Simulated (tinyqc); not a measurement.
Starting guesses with plain Roothaan steps: SCF starting guesses in the sto-3g basis, for Li+, spin multiplicity 1. Computed by the program tinyqc with PySCF. 

Geometry (angstrom):
```
atom       x       y       z
Li    0.0000  0.0000  0.0000
```

lowest restricted solution found by these runs and by PySCF = -7.135448 hartree

RHF with one setting changed at a time; a run stops when the energy changes by less than 1e-09 hartree and the error matrix is below 1e-5. Starts: the lowest orbitals of the core Hamiltonian, of the Wolfsberg-Helmholz matrix (K = 1.75), projected atomic densities, random orbitals, and the highest orbitals of the core Hamiltonian (a deliberately bad start).

Largest element of the error matrix X^T (FDS - SDF) X:
```
iteration     core  Wolfsberg-Helmholz  atomic densities   random  highest core orbitals
1          2.3e-01             2.0e-03           1.8e-02  1.1e+00                0.0e+00
2          2.9e-02             2.4e-04           9.3e-02  2.5e-01                2.1e-01
3          3.5e-03             3.0e-05           1.1e-02  3.2e-02                2.7e-02
4          4.3e-04             3.6e-06           1.4e-03  3.9e-03                3.3e-03
5          5.2e-05                   -           1.7e-04  4.8e-04                4.0e-04
6          6.3e-06                   -           2.1e-05  5.8e-05                4.8e-05
8                -                   -                 -  8.5e-07                      -
```

How each run ends:
```
run                    iterations  E (hartree)         state
core                            6    -7.135448  lowest found
Wolfsberg-Helmholz              4    -7.135448  lowest found
atomic densities                7    -7.135448  lowest found
random                          8    -7.135448  lowest found
highest core orbitals           7    -7.135448  lowest found
```

5 of 5 runs reach the lowest restricted solution found, in 4 to 8 iterations (fastest: Wolfsberg-Helmholz). The first errors are 2e-01, 2e-03, 2e-02, 1e+00, 0e+00; the deliberately bad start has the smallest one, so a small first error does not mark a good start.
